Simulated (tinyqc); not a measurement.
Admittance spectroscopy of a deep trap: one step of the calculation.

Schottky contact on an n-type layer with shallow donors Nd (all ionised) and a donor-like deep trap, neutral when filled and positive when empty; depletion approximation. Traps within lam of the depletion edge stay filled. The traps at xt = W - lam, where the level crosses the Fermi level, follow a slow signal and not a fast one. w = 2 pi f.

Question. Admittance at the signal frequency. Emission rate en = sn vth(T) Nc(T) exp(-Et/kB T) = sn g T^2 exp(-Et/kB T), g = vth Nc/(300 K)^2, as vth goes as T^0.5 and Nc as T^1.5 (degeneracy factor 1). Inflection frequency w0 = 2 en [1 + Nt xt/(Nd W)]; C = C_HF + (C_LF - C_HF)/(1 + (w/w0)^2), G/w = (C_LF - C_HF)(w/w0)/(1 + (w/w0)^2).

Parameters, values chosen for the exercise; material values close to those of silicon: conduction-band density of states at 300 K Nc = 2.85e19 cm^-3; thermal velocity at 300 K vth = 2.2e7 cm/s; shallow donor density Nd = 8.5e16 cm^-3; depth of the trap below the conduction edge Et = 0.23 eV; capture cross-section sn = 2.1e-14 cm^2; trap density Nt = 1.3e16 cm^-3; signal frequency f = 28000 Hz; temperature T = 158 K.

Constants: q = 1.602176634e-19 C, kB = 1.380649e-23 J/K. Results are converted to the units shown.

W = 120.92267 nm
xt = 71.412834 nm
C_HF = 84.205186 nF/cm^2
C_LF = 89.041253 nF/cm^2

Wanted: en; w0/(2 pi); C; G/w.

Answer.

en = 1.6833e5 1/s
w0/(2 pi) = 58422 Hz
C = 88.138 nF/cm^2
G/w = 1.8848 nF/cm^2

The signal is slower than the trap, which mostly follows it.

Program tinyqc, `OMP_NUM_THREADS=1 python tinyqc.py 2050075 2050076 out.jsonl`; Intel Xeon 2.30GHz, shared host, one thread, about 0.01 s.
